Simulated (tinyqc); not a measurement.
From results back to parameters: Weaire-Thorpe hybrids on a Bethe lattice: gap and dangling bond of an amorphous tetrahedral solid. Two cases, with inputs chosen for the exercise.

Problem. In the Weaire-Thorpe model the two p-like peaks lie at -V2 + V1 and V2 + V1, and the guaranteed gap is 2 V2 - 4 V1. The peak positions come from hidden V1 and V2.

Find: V1, V2; guaranteed gap; lowest possible level -3 V1 - V2.

Method. The mean of the peaks is V1 and half their distance V2.

Case 1.

peaks (eV): bonding -2.660, antibonding 6.080

Solution.

V1, V2 (eV): 1.71  4.37

guaranteed gap = 1.90 eV
lowest possible level -3 V1 - V2 = -9.50 eV

Case 2.

peaks (eV): bonding -2.790, antibonding 6.270

Solution.

V1, V2 (eV): 1.74  4.53

guaranteed gap = 2.10 eV
lowest possible level -3 V1 - V2 = -9.75 eV

Computed by tinyqc, one run a case: `OMP_NUM_THREADS=1 python tinyqc.py N N+1 out.jsonl` with N = 1450438, 1450492; one thread of a shared Intel(R) Xeon(R) Processor @ 2.30GHz, about 0.03 s a run at most.
